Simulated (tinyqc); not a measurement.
# Bulk resistivity and mean free path from two films

Inverse problem. In the thick-film limit single-crystal films obey rho = rho0 (1 + 3 (1 - ps) lam/(8 d)). Find rho0, lam and the product rho0 lam.

Inputs (values chosen for the exercise): specular share of surface scattering ps = 0.2.

rho at d = 91 and 230 nm (uohm cm): 1.9236154  1.7884739

Answer. rho is a straight line in 1/d: the intercept is rho0 and the slope (3/8)(1 - ps) rho0 lam. Without ps only the product (1 - ps) lam could be found.

rho0 = 1.700 uohm cm
lam = 39.90 nm
rho0 lam = 67.83 uohm cm nm

Numbers from tinyqc (`OMP_NUM_THREADS=1 python tinyqc.py 2100139 2100140 out.jsonl`; about 0.01 s on one thread of a shared Intel Xeon 2.30GHz).
